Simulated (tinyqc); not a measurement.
Front-illuminated p-i-n photodiode, quantum efficiency and bandwidth: efficiency and bandwidth against the thickness of the front p layer.

Light enters through a p layer (0 to xp), a depleted layer (xp to xp + wi) and a thick n substrate, decaying as exp(-al x); one pass, no back reflection. Carriers made in the depleted layer are all collected; those in the neutral layers diffuse.

k = al Ln, s = S Ln/Dn, e = exp(-al xp); front layer f1 = (k/(k^2 - 1)) {[s + k - e (s cosh(xp/Ln) + sinh(xp/Ln))]/[s sinh(xp/Ln) + cosh(xp/Ln)] - k e}; depleted layer f2 = e (1 - exp(-al wi)); substrate f3 = e exp(-al wi) al Lp/(1 + al Lp); external efficiency (1 - Rf)(f1 + f2 + f3); responsivity = efficiency q lam/(h c). Drift response for pairs made in the depleted layer, a = al wi, g = 1 - exp(-a), u = 2 pi i f, te = wi/ve, th = wi/vh: electrons He = [g - a (exp(-a) - exp(-u te))/(u te - a)]/(u te g), holes Hh = [g - a (1 - exp(-a - u th))/(a + u th)]/(u th g); C = eps0 eps_r pi (dia/2)^2/wi + Cp; total |He + Hh|/sqrt(1 + (2 pi f RL C)^2), for the current of the depleted layer alone. Limits are the frequencies at which each factor falls to 1/sqrt(2); inverse-square sum (f_transit^-2 + f_RC^-2)^(-1/2); the diffusion currents f1 and f3 are left out of the bandwidth.

Inputs (values chosen for the exercise); values close to those of In0.53Ga0.47As at this wavelength: wavelength lam = 1550 nm; absorption coefficient al = 7110 1/cm; reflectance of the front face Rf = 0.3; relative permittivity eps_r = 13.3; thickness of the depleted layer wi = 2.3 um; electron diffusion coefficient in the p layer Dn = 67 cm^2/s; electron diffusion length in the p layer Ln = 3 um; recombination velocity of the front surface S = 2e5 cm/s; hole diffusion length in the thick n substrate Lp = 17 um; electron drift velocity ve = 6.81e6 cm/s; hole drift velocity vh = 5.02e6 cm/s; diameter dia = 22 um; load resistance RL = 50 ohm; parasitic capacitance Cp = 80 fF.

Constants: q = 1.602176634e-19 C, h = 6.62607015e-34 J s, c = 299792458 m/s, eps0 = 8.8541878128e-14 F/cm where lengths are in cm. Results are converted to the units shown.

The same in every row: transit limit (GHz) = 14.61; RC limit (GHz) = 32.00; 3 dB bandwidth (GHz) = 12.94; inverse-square sum (GHz) = 13.29.

Results:

| xp (um) | f2 | f1 + f3 | responsivity (A/W) | bandwidth x (1 - Rf) f2 (GHz) |
|---|---|---|---|---|
| 0.02 | 0.7937 | 0.1915 | 0.8622 | 7.188 |
| 0.04 | 0.7825 | 0.2028 | 0.8623 | 7.086 |
| 0.08 | 0.7606 | 0.2247 | 0.8622 | 6.887 |
| 0.2 | 0.6984 | 0.2847 | 0.8603 | 6.324 |
| 0.4 | 0.6058 | 0.3679 | 0.8521 | 5.486 |
| 0.7 | 0.4894 | 0.4591 | 0.8301 | 4.432 |
| 3 | 0.09539 | 0.5005 | 0.5214 | 0.8638 |

Estimate the missing row, xp = 1 um.

Computed row:

| xp (um) | f2 | f1 + f3 | responsivity (A/W) | bandwidth x (1 - Rf) f2 (GHz) |
|---|---|---|---|---|
| 1 | 0.3954 | 0.5180 | 0.7993 | 3.581 |

With this row back in the table: As xp goes from 0.02 to 3, the responsivity falls from 0.862 to 0.521 A/W and the bandwidth stays at 12.9 GHz. The transit limit is the lower one in every row. Adding inverse squares of the two limits is within 2.7 % of the full result. For xp = 0.2, 0.4, 0.7, 1, 3 the diffusion currents exceed 0.3 of the drift current; their own response times, left out, may then shape the whole response.

Computed by the program tinyqc: `OMP_NUM_THREADS=1 python tinyqc.py 2250128 2250129 out.jsonl`, one thread of a shared Intel Xeon 2.30GHz, about 0.01 s for the whole run.
